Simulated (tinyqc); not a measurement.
## Choice of the length

One arm driven from 0 to V: phase 2 pi dneff L/lam; biased at quadrature the output swings between [1 -+ sin(phase/2)]/2; extinction ratio in dB; insertion loss = loss x L. The modulation amplitude is sin(phase/2) 10^(-insertion loss/10), as a share of the input power.

Parameters, values chosen for the exercise:

| symbol | value | unit | meaning |
|---|---|---|---|
| lam | 1565 | nm | wavelength |

dneff = 5.246e-5
loss = 9.72 dB/cm

Choice of the length:

| L (mm) | phase (pi) | extinction (dB) | insertion loss (dB) | amplitude |
|---|---|---|---|---|
| 0.3 | 0.02011 | 0.2745 | 0.2916 | 0.02954 |
| 0.49 | 0.03285 | 0.4484 | 0.4763 | 0.04622 |
| 0.79 | 0.05296 | 0.7234 | 0.7679 | 0.06963 |
| 1.3 | 0.08715 | 1.193 | 1.264 | 0.1020 |
| 2.1 | 0.1408 | 1.937 | 2.041 | 0.1371 |
| 3.3 | 0.2212 | 3.081 | 3.208 | 0.1627 |
| 5.4 | 0.3620 | 5.229 | 5.249 | 0.1608 |
| 8.8 | 0.5900 | 9.534 | 8.554 | 0.1116 |
| 14 | 0.9386 | 26.33 | 13.61 | 0.04337 |

What does the table show?

The amplitude goes from 0.0295 through a maximum of 0.163 (at L = 3.3 mm among the rows listed) to 0.0434, while the extinction ratio rises from 0.274 to 26.3 dB. The phase grows linearly with length while the transmitted power falls exponentially, hence the maximum. Beyond a few millimetres electrode loss and velocity mismatch, left out here, limit the speed.

tinyqc, about 0.01 s, one thread, Intel Xeon 2.30GHz (shared host): `OMP_NUM_THREADS=1 python tinyqc.py 2650044 2650045 out.jsonl`
